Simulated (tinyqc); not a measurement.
What moves the results: donors with valley-orbit split 1s states. A value that a table varies takes the place of the one given here.

Each donor binds at most one electron, in any of its states. For a site s, W_s = sum over its states of g exp(E/kT), and the ionised share is 1/(1 + W_s exp(eta)), eta = (EF - Ec)/kT; n = Nc F_1/2(eta); neutrality n + NA = ND x (mean ionised share); holes are neglected. Nc from N = 2 (m kB T/(4 pi c))^(3/2) with c = hbar^2/2m0, in 1/angstrom^3; times 1e24 for 1/cm^3, m = md. F_j(eta) = (1/Gamma(j + 1)) integral_0^infinity x^j dx/(1 + exp(x - eta)), which tends to exp(eta) for eta << 0.

Mobility (Caughey-Thomas form): mu = mu0 + (mu1 (T/300)^(-ga) - mu0)/(1 + ((ND + NA)/Nr)^de); rho = 1/(e n mu), e = 1.602176634e-19 C.

Constants: hbar^2/2m0 = 3.80998211 eV angstrom^2; kB = 8.617333262e-05 eV/K.

Inputs chosen for the exercise (near those of As in Si; not measured data): md = 1.068 m0 (density-of-states mass of the conduction band); E = (53.8, 32.3, 31) meV (binding energies of 1s(A1), 1s(T2), 1s(E)); g = (2, 6, 4) (their degeneracies with spin); ND = 1.9e+17 1/cm^3 (donors); NA = 0 1/cm^3 (compensating acceptors, all ionised); T = 225 K; mu0 = 62 cm^2/(V s) (mobility at heavy doping); mu1 = 1367 cm^2/(V s) (mobility at light doping and 300 K); Nr = 8.8e+16 1/cm^3 (reference doping); de = 0.72 (doping exponent); ga = 2.3 (temperature exponent).

## What the excited states change

The last columns keep only the ground state of each site (g = 2).

Results:

| T (K) | effective degeneracy | eta | n (1/cm^3) | n, ground states only | ratio |
|---|---|---|---|---|---|
| 40 | 2.02 | -9.14 | 1.45e+14 | 1.46e+14 | 0.996 |
| 60 | 2.14 | -6.87 | 2.56e+15 | 2.65e+15 | 0.966 |
| 80 | 2.41 | -5.87 | 1.08e+16 | 1.18e+16 | 0.913 |
| 110 | 2.98 | -5.22 | 3.33e+16 | 3.98e+16 | 0.837 |
| 150 | 3.82 | -4.95 | 6.93e+16 | 8.80e+16 | 0.787 |
| 200 | 4.79 | -4.94 | 1.07e+17 | 1.35e+17 | 0.794 |
| 250 | 5.60 | -5.06 | 1.33e+17 | 1.60e+17 | 0.829 |
| 300 | 6.27 | -5.22 | 1.49e+17 | 1.73e+17 | 0.865 |
| 400 | 7.28 | -5.54 | 1.67e+17 | 1.83e+17 | 0.916 |
| 500 | 8.00 | -5.83 | 1.76e+17 | 1.86e+17 | 0.944 |

What does this show, and why?

The effective degeneracy grows from 2.02 to 8.00. Excited states hold electrons back, so the ratio is never above 1; it is lowest, 0.787, at 150 K of those listed, and 0.865 at 300 K. At low T the excited states empty out, and at high T more donors are ionised (n is 92 % of ND - NA in the last row), so the effect is largest in between.

## Ionisation and resistivity against doping

NA = 0.

Results:

| ND (1/cm^3) | n (1/cm^3) | n/ND | mu (cm^2/(V s)) | rho (ohm cm) | rho at full ionisation |
|---|---|---|---|---|---|
| 1.0e+14 | 1.00e+14 | 1.000 | 2630 | 23.7 | 23.7 |
| 1.0e+15 | 9.95e+14 | 0.995 | 2550 | 2.46 | 2.45 |
| 1.0e+16 | 9.57e+15 | 0.957 | 2202 | 0.296 | 0.283 |
| 3.0e+16 | 2.67e+16 | 0.890 | 1833 | 0.128 | 0.113 |
| 1.0e+17 | 7.43e+16 | 0.743 | 1296 | 0.0648 | 0.0482 |
| 3.0e+17 | 1.68e+17 | 0.561 | 819 | 0.0453 | 0.0254 |
| 1.0e+18 | 3.68e+17 | 0.368 | 445 | 0.0382 | 0.0140 |
| 2.0e+18 | 5.55e+17 | 0.277 | 309 | 0.0364 | 0.0101 |

How do the results move?

From 1e16 to 1e18 1/cm^3 rho falls by a factor 7.76, not 100: the mobility takes a factor 4.95 and incomplete ionisation 2.60. n/ND is below 0.9 from 3e+16 1/cm^3 on. From a few times 1e18 1/cm^3 on, depending on the dopant, the levels merge with the band, and already below that screening lowers the binding energy, so the last rows understate n.

## Compensation sets the slope of the freeze-out

NA = K ND. The slope energy is -d ln(n T^(-p))/d(1/kT) between 30 and 36 K, with p = 3/4 for K = 0 and p = 3/2 otherwise.

Results:

| K | n(30 K) (1/cm^3) | n(36 K) (1/cm^3) | slope energy (meV) |
|---|---|---|---|
| 0 | 8.73e+12 | 5.66e+13 | 26.87 |
| 0.0010 | 4.00e+11 | 1.56e+13 | 52.56 |
| 0.010 | 3.97e+10 | 1.67e+12 | 53.74 |
| 0.050 | 7.62e+09 | 3.20e+11 | 53.75 |
| 0.20 | 1.60e+09 | 6.74e+10 | 53.75 |
| 0.50 | 4.01e+08 | 1.69e+10 | 53.75 |

What does this show, and why?

Without acceptors the slope is 26.87 meV, against half the ground-state energy, 26.90; with K = 0.05 it is 53.75 meV, against the full 53.8. The full energy (less a few meV where excited levels lie within a few kT) shows where n is far below NA, since the acceptors then hold EF near the donor level: n(36 K)/NA is 0.082 for K = 0.001 and 3.4e-05 for K = 0.05.

## What moves the carrier density

All results formed anew. Each row changes one parameter from the base and keeps the others.

Results:

| case | eta | n (1/cm^3) | rho (ohm cm) |
|---|---|---|---|
| base | -4.996 | 1.214e+17 | 0.05111 |
| E = (58.8, 32.3, 31) meV | -5.025 | 1.179e+17 | 0.05261 |
| md = 1.175 m0 | -5.103 | 1.260e+17 | 0.04925 |
| ND = 3.8e+17 1/cm^3 | -4.507 | 1.977e+17 | 0.04319 |
| NA = 1.9e+16 1/cm^3 | -5.117 | 1.076e+17 | 0.06010 |
| T = 255 K | -5.079 | 1.349e+17 | 0.06055 |
| Nr = 1.76e+17 1/cm^3 | -4.996 | 1.214e+17 | 0.03896 |

What does this show?

The largest shifts from the base row, up to three for each result and ties (the steps differ in size, so this ranks the rows, not the parameters). eta: ND +0.489, NA -0.121, md -0.106; unchanged at the printed digits by Nr. n (1/cm^3): ND +7.63e+16, NA -1.38e+16, T +1.35e+16; unchanged at the printed digits by Nr. rho (ohm cm): Nr -0.0122, T +0.00944, NA +0.00899.

Computed by tinyqc, a small Python program: `OMP_NUM_THREADS=1 python tinyqc.py 1680926 1680927 out.jsonl` (the numbers bound the seed that draws the inputs); one thread of a shared host (Intel(R) Xeon(R) Processor @ 2.30GHz), about 0.01 s for the whole set of steps.
